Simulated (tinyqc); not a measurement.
## Circuit elements from the admittance matrix

Problem. Y belongs to a common-source circuit with y11 = i w (Cgs + Cgd), y12 = -i w Cgd, y21 = gm - i w Cgd, y22 = gds + i w (Cgd + Cd) and a resistance Rg in series with the gate; w = 2 pi f. Find Rg, Cgs + Cgd, Cgd, gm, gds and Cd.

Inputs (values chosen for the exercise): signal frequency f = 1 GHz.

Y with Rg (mS):
```
                          1                          2
1  0.000062511+0.111103111i  -0.000014141-0.025132733i
2  2.192790421-0.026366488i   0.076751540+0.110863148i
```

Answer. 1/Y11 = Rg + 1/(i w (Cgs + Cgd)) gives Rg; removing it from Z11 returns the inner y, whose parts are read off.

Rg = 5.06 ohm
Cgs + Cgd = 17.7 fF
Cgd = 4.00 fF
gm = 2.19 mS
gds = 0.0767 mS
Cd = 13.6 fF

Numbers from tinyqc (`OMP_NUM_THREADS=1 python tinyqc.py 2150148 2150149 out.jsonl`; about 0.01 s on one thread of a shared Intel Xeon 2.30GHz).
